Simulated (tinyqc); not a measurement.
Comparisons within one model: shallow acceptor in the spherical four-band model. A value that a table varies takes the place of the one given here.

The ground state 1S3/2 has an L = 0 part f(r) and an L = 2 part g(r). In units of Ry* and a*, with Gaussians f_i = exp(-a_i r^2), g_i = r^2 exp(-a_i r^2), A = a_i + a_j and I(n) = Gamma((n + 1)/2)/(2 A^((n + 1)/2)): S_ff = I(2), S_gg = I(6), H_ff = (6 a_i a_j/A) I(2) - 2 I(1), H_gg = (14 a_i a_j/A) I(6) - 2 I(5), H_fg = -mu [15 I(2) - 20 a_j I(4) + 4 a_j^2 I(6)]; each function is then normalised. The split-off band is left out.

Converged values use 22 exponents 2.2^i, i = -7 to 14, for f and for g.

Units Ry* = Ry/(g1 eps^2) and a* = a0 eps g1; mu = (6 g3 + 4 g2)/(5 g1) is the spherical heavy-light coupling and delta = (g3 - g2)/g1 the cubic term, which is left out.

Constants: Ry = 13.60569312 eV; a0 (Bohr radius) = 0.5291772105 angstrom.

Inputs chosen for the exercise (near those of a shallow acceptor in GaAs; shifted at random, so the results belong to these values and not to a real crystal): mus = (0.08, 0.27, 0.49, 0.65, 0.76, 0.85, 0.9) (couplings); rc = 1.6 angstrom (radius of the central cell); Vs = (2, 0, -0.5, -1.5, -2.5, -3.5) eV (central-cell strengths); g1 = 6.96 (Luttinger gamma1); g2 = 2.06 (gamma2); g3 = 2.93 (gamma3); eps = 12.8 (dielectric constant).

## Strength of the heavy-light coupling

Ry* = 11.9314 meV

Converged values in Ry* and a*; the heavy-mass hydrogen model gives 1/(1 - mu).

Results:
```
mu,binding (Ry*),1/(1 - mu),ratio,L = 2 weight,<r> (a*),binding (meV)
0.08,1.006,1.087,0.925,0.003,1.493,12.0
0.27,1.071,1.370,0.782,0.031,1.416,12.8
0.49,1.283,1.961,0.654,0.105,1.213,15.3
0.65,1.653,2.857,0.579,0.190,0.970,19.7
0.76,2.217,4.167,0.532,0.267,0.744,26.5
0.85,3.309,6.667,0.496,0.341,0.513,39.5
0.90,4.768,10.000,0.477,0.388,0.363,56.9
```

What does this show, and why?

The binding starts as 1 + O(mu^2), 1.006 at mu = 0.08, since the coupling enters in second order, and reaches 4.77 at mu = 0.90. The ratio to the heavy-mass model falls from 0.93 to 0.48, towards about 0.44 as mu goes to 1: the bound hole is only partly heavy. The L = 2 weight grows to 0.39 and the radius shrinks by a factor 4.1.

## Central-cell correction

mu = 0.74195
a* = 47.143 angstrom

A short-range term V exp(-r^2/rc^2) is added (negative: attracts the hole); its elements are V S (A/(A + 1/rc^2))^(3/2) for f and ^(7/2) for g, in the same units.

Results:
```
V (eV),1S binding (meV),2S binding (meV),<r> (angstrom),L = 2 weight
2.0,23.9,7.23,38.6,0.251
0.0,24.9,7.37,37.0,0.253
-0.5,25.3,7.41,36.5,0.254
-1.5,26.1,7.52,35.4,0.255
-2.5,27.2,7.64,34.1,0.256
-3.5,28.6,7.81,32.5,0.258
```

What can be read from the table?

From V = 0 to -3.5 eV the 1S binding grows by 3.6 meV (15 %) and the 2S binding by 0.44 meV, so the chemical shift sits mainly in the ground state. A repulsion of 2 eV removes 1.0 meV. The slope is 1.42 meV per eV over the last step against 0.52 on the repulsive side, since attraction pulls the state into the cell; over this range the level stays shallow.

## What each parameter does

Converged values. Each row changes one parameter from the base and keeps the others.

Results:
```
case,mu,Ry* (meV),binding (meV),<r> (angstrom)
base,0.742,11.93,24.95,37.0
g1 = 7.52,0.687,11.04,19.84,45.9
g2 = 1.75,0.706,11.93,22.52,40.6
g3 = 2.7,0.702,11.93,22.29,41.0
eps = 11.8,0.742,14.04,29.36,34.1
```

How do the results move?

The largest shifts from the base row, up to three for each result and ties (the steps differ in size, so this ranks the rows, not the parameters). mu: g1 -0.055, g3 -0.040, g2 -0.036; unchanged at the printed digits by eps. Ry* (meV): eps +2.11, g1 -0.89; unchanged at the printed digits by g2 and g3. binding (meV): g1 -5.11, eps +4.41, g3 -2.66. <r> (angstrom): g1 +8.9, g3 +4.0, g2 +3.6. g1 acts twice: it lowers Ry* and it lowers mu.

Run: tinyqc, `OMP_NUM_THREADS=1 python tinyqc.py 1251141 1251142 out.jsonl`; Intel(R) Xeon(R) Processor @ 2.30GHz, one thread, shared host; about 0.05 s of CPU time with all checks.
